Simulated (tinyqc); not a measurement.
Electromigration in a confined line: Blech product, Korhonen stress evolution and Black's law. From one set of inputs to another, one input at a time. Computed by tinyqc, a small Python program. Command: `OMP_NUM_THREADS=1 python tinyqc.py 3001462 3001463 out.jsonl emigr ladder`. One thread of a shared host (Intel(R) Xeon(R) Processor @ 2.30GHz), about 0.01 s of CPU time with the checks.

The electron wind pushes atoms from the cathode (x = 0) to the anode (x = L); blocking ends build a back stress (tension positive). The input rho is taken not to change with temperature. d sigma/dt = d/dx [kappa (d sigma/dx + G)], with zero flux at both ends and sigma = 0 at t = 0.

The inputs printed are set A. Set A is close to those used for cobalt lines; the values taken over come from a set close to those used for copper lines. Inputs not listed in the table keep their values of set A, so the rows need not describe a real material.

Inputs (values chosen for the exercise, close to those used for cobalt lines):
```
quantity                      value          unit
resistivity rho                10.7  micro-ohm cm
atomic volume Omega            11.1    angstrom^3
effective charge number Z*      2.6             -
prefactor D0                1.1e-06         m^2/s
activation energy E            1.35            eV
effective modulus B              57           GPa
critical stress sigma_c         400           MPa
current density j                 4       MA/cm^2
line length L                    24            um
test temperature T              220             C
```

Start: stress-free.

Constants: e = 1.602176634e-19 C; k_B = 8.617333262e-05 eV/K; k_B = 1.380649e-23 J/K.

Method:
- G = Z* e rho j/Omega; D = D0 exp(-E/(k_B T)); kappa = D B Omega/(k_B T); drift velocity of an unconfined line v = D Z* e rho j/(k_B T). SI: 1 micro-ohm cm = 1e-8 ohm m, 1 MA/cm^2 = 1e10 A/m^2.
- Temperatures in kelvin are T(C) + 273.15.
- At steady state sigma(x) = G (L/2 - x). A void forms only if the cathode stress reaches sigma_c, that is if j L exceeds (j L)_c = 2 Omega (sigma_c)/(Z* e rho). Time scale tau = L^2/kappa.
- sigma(x, t) = G L [1/2 - x/L - 4 sum_(m odd) cos(m pi x/L) exp(-m^2 pi^2 s)/(m pi)^2], s = t/tau, summed to m = 399.
- Solve sigma(0, t) = sigma_c for s; the semi-infinite estimate is t = (pi/kappa) ((sigma_c)/(2 G))^2.

Each row keeps all changes above it:
```
input moved                                                 from              to  nucleation time (h)  critical product (j L)_c (A/cm)     tau (h)
set A                                                          -               -           8.2829e+02                           1992.3  9.7950e+04
effective modulus B (GPa)                                     57              18           2.6229e+03                           1992.3  3.1017e+05
test temperature T (C)                                       220             350           4.3876e+00                           1992.3  5.1886e+02
critical stress sigma_c (MPa)                                400             120           3.9488e-01                            597.7  5.1886e+02
current density j (MA/cm^2)                                    4             5.8           1.8782e-01                            597.7  5.1886e+02
prefactor D0 (m^2/s) and activation energy E (eV)  1.1e-06, 1.35  2.1e-08, 0.832           6.3612e-04                            597.7  1.7573e+00
resistivity rho (micro-ohm cm)                              10.7            4.02           4.5066e-03                           1590.8  1.7573e+00
```

Where does the difference come from?

Nucleation time goes from 828 to 0.00451, a factor 5.44e-6 in all. The largest single move comes from test temperature T (a factor 0.00167), and resistivity rho works against it (a factor 7.08). Critical product (j L)_c goes from 1990 to 1590, a factor 0.799 in all. The largest single move comes from critical stress sigma_c (a factor 0.300), and resistivity rho works against it (a factor 2.66). tau goes from 97900 to 1.76, a factor 1.79e-5 in all. The largest single move comes from test temperature T (a factor 0.00167), and effective modulus B works against it (a factor 3.17). The single moves hold for this order of the switches; the total does not depend on the order.

Extremes, crossings and ranges named in words are read from the listed rows.
